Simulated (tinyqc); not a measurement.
Phase shift across the band: Koster-Slater impurity in a tight-binding band, by Green functions and by supercells. Computed by tinyqc, a small Python program. Command: `OMP_NUM_THREADS=1 python tinyqc.py 3003393 3003394 out.jsonl kosterslater walk`. One thread of a shared host (Intel(R) Xeon(R) Processor @ 2.30GHz), about 0.03 s of CPU time with the checks.

One orbital per site, e(k) = -2 t sum cos(k_i) over 2 direction(s), band from -4 t to 4 t, lattice constant 1. One site has the extra energy U. Spin is left out.

Inputs (values chosen for the exercise, for a model band): hopping t = 0.8 eV; impurity potential U = -5.19 eV; broadening eta = 0.12 eV.

Lattice: square.

Method:
- Outside the band G0(E) = (2/(pi E)) K(m), m = 16 t^2/E^2, K the complete elliptic integral with parameter m.
- A bound state solves 1/U = G0(E).
- Bisection in ln(distance from the edge) between 1e-5 t and |U| + t. Weight on the impurity site: -1/(U^2 dG0/dE), by a central difference with step min(1e-4 t, distance/30). Decay length along an axis: 1/arccosh(1 + distance/(2 t)).
- Inside the band G0(z), z = E + i eta, comes from the chain form 1/(sqrt(y - 2t) sqrt(y + 2t)) (principal roots) at y = z + 2 t cos k, averaged over k in (0, pi) with 200 Gauss-Legendre points.
- delta/pi = -arg(1 - U G0)/pi counts the states added below E (Friedel); host DOS = -Im G0/pi, DOS on the impurity = -Im[G0/(1 - U G0)]/pi; 13 evenly spaced energies from -(band edge + |U| + 2t) to +(band edge + |U| + 2t).

distance from the band edge = 2.49382 eV

level E_b = -5.69382 eV

Across the spectrum:

| E (eV) | Re G0 (1/eV) | host DOS (1/eV) | DOS on the impurity (1/eV) | delta/pi |
|---|---|---|---|---|
| -9.990 | -0.10281 | 0.00042 | 0.001908 | 0.00462 |
| -8.325 | -0.12494 | 0.00062 | 0.005027 | 0.00918 |
| -6.660 | -0.16009 | 0.00105 | 0.036375 | 0.03215 |
| -4.995 | -0.22721 | 0.00230 | 0.068654 | 0.93430 |
| -3.330 | -0.48552 | 0.02538 | 0.010229 | 0.91538 |
| -1.665 | -0.32460 | 0.13277 | 0.025755 | 0.59751 |
| 0.000 | 0.00000 | 0.29563 | 0.012199 | 0.43489 |
| 1.665 | 0.32460 | 0.13277 | 0.011163 | 0.21600 |
| 3.330 | 0.48552 | 0.02538 | 0.002021 | 0.03725 |
| 4.995 | 0.22721 | 0.00230 | 0.000484 | 0.00548 |
| 6.660 | 0.16009 | 0.00105 | 0.000314 | 0.00298 |
| 8.325 | 0.12494 | 0.00062 | 0.000229 | 0.00196 |
| 9.990 | 0.10281 | 0.00042 | 0.000177 | 0.00141 |

delta/pi starts and ends near zero (+0.005 and +0.001): the impurity moves states but creates none. delta/pi rises at the bound state below the band (-5.694 eV), reaches 0.93 among these rows (1 in the limit of small eta, just above the level) and is paid back by the top of the band.

Extremes, crossings and ranges named in words are read from the listed rows.
